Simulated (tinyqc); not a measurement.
# Random telegraph noise from one oxide trap in a small MOSFET: effects of single changes

An acceptor-like trap exchanges electrons with the channel. Inversion charge Q = Cox u, u = n Vt W0(exp((Vg - VT)/(n Vt))), W0 the Lambert function, n = nf, Cox = eps0 eox/tox; linear regime Id = (W/L) mu Q Vd. Relative to threshold the surface potential rises by Vt ln(u/u0) and the oxide voltage by the rest of Vg - VT, with u0 = n Vt W0(1).

Parameters, values chosen for the exercise; values of the order met in silicon transistors: temperature T = 300 K; relative permittivity of the gate insulator (close to silicon dioxide) eox = 3.9; insulator thickness tox = 3.7 nm; depth of the trap from the channel interface xt = 1.1 nm; trap level above the channel Fermi level at threshold E0 = 0.33 eV; capture prefactor s0 = 1e-15 cm^2; capture barrier (lattice relaxation) EB = 0.29 eV; tunnelling decay length lt = 0.1 nm; thermal velocity vth = 2.3e7 cm/s; thickness of the inversion layer zi = 1.9 nm; threshold voltage VT = 0.51 V; body factor nf = 1.1; gate width W = 190 nm; gate length L = 110 nm; mobility mu = 120 cm^2/(V s); scattering coefficient of the charged trap asc = 7.2e-16 V s; drain voltage Vd = 0.02 V; gate voltage Vg = 1.36 V.

Constants: q = 1.602176634e-19 C, kB = 1.380649e-23 J/K, Vt = kB T/q, eps0 = 8.8541878128e-14 F/cm where lengths are in cm. Results are converted to the units shown.

Each table varies one quantity; the others keep the values above.

## Time constants and noise against gate voltage

N = Cox u/q; dpsi = Vt ln(u/u0); E = E0 - dpsi - (xt/tox)(Vg - VT - dpsi); capture time tc = 1/[(N/zi) vth s0 exp(-xt/lt - EB/Vt)]; emission time te = tc exp(-E/Vt); occupancy te/(tc + te). A = W L; threshold step dV = q (1 - xt/tox)/(Cox A); gm/Id = 1/(u + n Vt); relative step dI/I = (gm/Id) dV + asc mu/A. fc = (1/tc + 1/te)/(2 pi); rms = (dI/I) sqrt(tc te)/(tc + te).

Result of one run:

| Vg (V) | E (eV) | tc (s) | te (s) | occupancy | dI/I (%) | fc (Hz) | rms dI/I (%) |
|---|---|---|---|---|---|---|---|
| 1.5 | -0.03722 | 0.007086 | 0.02990 | 0.8084 | 0.1040 | 27.78 | 0.04095 |

What becomes of these results when the gate voltage Vg is changed from 1.5 to 1.38 V, all else the same?

Result of the changed run:

| Vg (V) | E (eV) | tc (s) | te (s) | occupancy | dI/I (%) | fc (Hz) | rms dI/I (%) |
|---|---|---|---|---|---|---|---|
| 1.38 | 9.831e-4 | 0.008145 | 0.007841 | 0.4905 | 0.1131 | 39.84 | 0.05654 |

The whole series:

| Vg (V) | E (eV) | tc (s) | te (s) | occupancy | dI/I (%) | fc (Hz) | rms dI/I (%) |
|---|---|---|---|---|---|---|---|
| 1.14 | 0.07872 | 0.01158 | 5.510e-4 | 0.04543 | 0.1418 | 302.6 | 0.02953 |
| 1.2 | 0.05907 | 0.01048 | 0.001066 | 0.09237 | 0.1327 | 164.4 | 0.03843 |
| 1.26 | 0.03958 | 0.009568 | 0.002069 | 0.1778 | 0.1251 | 93.54 | 0.04784 |
| 1.32 | 0.02023 | 0.008801 | 0.004025 | 0.3138 | 0.1186 | 57.63 | 0.05506 |
| 1.38 | 9.831e-4 | 0.008145 | 0.007841 | 0.4905 | 0.1131 | 39.84 | 0.05654 |
| 1.44 | -0.01816 | 0.007579 | 0.01530 | 0.6688 | 0.1083 | 31.40 | 0.05096 |
| 1.5 | -0.03722 | 0.007086 | 0.02990 | 0.8084 | 0.1040 | 27.78 | 0.04095 |
| 1.56 | -0.05621 | 0.006652 | 0.05851 | 0.8979 | 0.1003 | 26.65 | 0.03037 |
| 1.62 | -0.07513 | 0.006267 | 0.1146 | 0.9481 | 0.09700 | 26.78 | 0.02151 |

tc falls from 0.0116 to 0.00627 s as the channel fills and te rises from 5.51e-4 to 0.115 s; they are equal at Vg = 1.38 V, where E = 0. The rms noise goes from 0.0295 through a maximum of 0.0565 (at Vg = 1.38 V among the rows listed) to 0.0215 %. The slope -Vt d ln(tc/te)/dVg is 0.327 between the first two rows and 0.315 between the last two; it tends to xt/tox = 0.297 only when the surface potential stops moving.

## Effect of the depth of the trap from the channel interface

Same model as above.

Effect of the depth of the trap from the channel interface:

| xt (nm) | E (eV) | tc (s) | te (s) | occupancy | dI/I (%) | fc (Hz) | rms dI/I (%) |
|---|---|---|---|---|---|---|---|
| 0.19 | 0.1920 | 9.327e-7 | 5.556e-10 | 5.953e-4 | 0.1406 | 2.866e8 | 0.003429 |
| 0.56 | 0.1169 | 3.773e-5 | 4.097e-7 | 0.01074 | 0.1301 | 3.927e5 | 0.01341 |
| 0.93 | 0.04187 | 0.001526 | 3.021e-4 | 0.1653 | 0.1197 | 631.1 | 0.04445 |
| 1.3 | -0.03318 | 0.06172 | 0.2228 | 0.7831 | 0.1092 | 3.293 | 0.04501 |
| 1.67 | -0.1082 | 2.496 | 164.3 | 0.9850 | 0.09874 | 0.06472 | 0.01199 |
| 2.04 | -0.1833 | 101.0 | 1.211e5 | 0.9992 | 0.08828 | 0.001578 | 0.002547 |
| 2.41 | -0.2583 | 4084 | 8.932e7 | 1.000 | 0.07782 | 3.897e-5 | 5.262e-4 |

As xt goes from 0.19 to 2.41, tc rises from 9.33e-7 to 4080 s, te rises from 5.56e-10 to 8.93e7 s and dI/I falls from 0.141 to 0.0778 %. tc grows a decade every lt ln 10 = 0.230 nm of depth; traps spread evenly in depth therefore give corner frequencies spread evenly on a log scale, whose sum is 1/f noise if the traps contribute equal variances.

Range of the model: VT is taken as given; short-channel effects and the uneven flow of current among few electrons are left out.

tinyqc, about 0.01 s, one thread, Intel Xeon 2.30GHz (shared host): `OMP_NUM_THREADS=1 python tinyqc.py 2710171 2710172 out.jsonl`
